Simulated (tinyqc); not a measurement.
Bound state in one dimension: Numerov shooting, finite differences, DVR, step by step. Computed by tinyqc, a small Python program that keeps every step. Settings: points = 64. Command: `OMP_NUM_THREADS=1 python tinyqc.py 31470 31471 out.jsonl` (the two numbers bound the seeds that draw the settings). One thread of a shared host (Intel(R) Xeon(R) Processor @ 2.60GHz), about 0.01 s of CPU time with the checks.

## Numerov steps at E = 0.1

One particle of mass 1 in V = 5.29 (x^2 - 1.74^2)^2 / 1.74^4 (atomic units), psi = 0 at both ends:
```
parameter,value
left end,-3.400000
right end,3.400000
intervals,64
h,0.106250
state sought (nodes),3
```

k_i = 2 m (E - V_i); (1 + h^2 k_(i+1)/12) y_(i+1) = 2 (1 - 5 h^2 k_i/12) y_i - (1 + h^2 k_(i-1)/12) y_(i-1), from y_0 = 0, y_1 = 0.001.

Points along the way:
```
i,x,V,k,y
0,-3.4000,42.0147,-83.8294,0.0000
1,-3.2938,35.3024,-70.4048,0.0010
2,-3.1875,29.3595,-58.5191,0.0028
3,-3.0812,24.1322,-48.0645,0.0065
4,-2.9750,19.5684,-38.9369,0.0139
5,-2.8687,15.6178,-31.0356,0.0275
21,-1.1687,1.5934,-2.9868,2.2701
22,-1.0625,2.0805,-3.9610,2.6045
23,-0.9563,2.5771,-4.9542,3.0566
24,-0.8500,3.0665,-5.9329,3.6815
25,-0.7438,3.5335,-6.8671,4.5555
26,-0.6375,3.9651,-7.7303,5.7864
```

## Bisection on the node count

With more sign changes than the state has nodes (the last point included) the energy is too high, else too low; the bracket starts as 0.1 to 12.

Trials:
```
trial,E,sign changes,y at the right end,next
1,6.050000,4,1.00e+01,lower
2,3.075000,2,1.04e+03,raise
3,4.562500,2,2.67e+00,raise
4,5.306250,4,6.20e+00,lower
5,4.934375,3,-2.34e+00,raise
6,5.120312,4,1.74e+00,lower
7,5.027344,3,-4.80e-01,raise
8,5.073828,4,6.04e-01,lower
9,5.050586,4,5.36e-02,lower
10,5.038965,3,-2.16e-01,raise
11,5.044775,3,-8.16e-02,raise
12,5.047681,3,-1.41e-02,raise
13,5.049133,4,1.97e-02,lower
14,5.048407,4,2.76e-03,lower
...,...,...,...,...
29,5.048289,3,-4.97e-07,raise
30,5.048289,3,-2.39e-07,raise
31,5.048289,3,-1.10e-07,raise
```

eigenvalue = 5.048289 hartree

## The same grid by other methods

Three-point finite differences and the sine-DVR kinetic matrix of Colbert and Miller on the same points.

Lowest levels (hartree):
```
state,finite differences,DVR
0,1.7652,1.7694
1,1.7780,1.7822
2,4.6035,4.6137
3,5.0302,5.0484
4,6.8034,6.8335
5,8.3521,8.4121
```
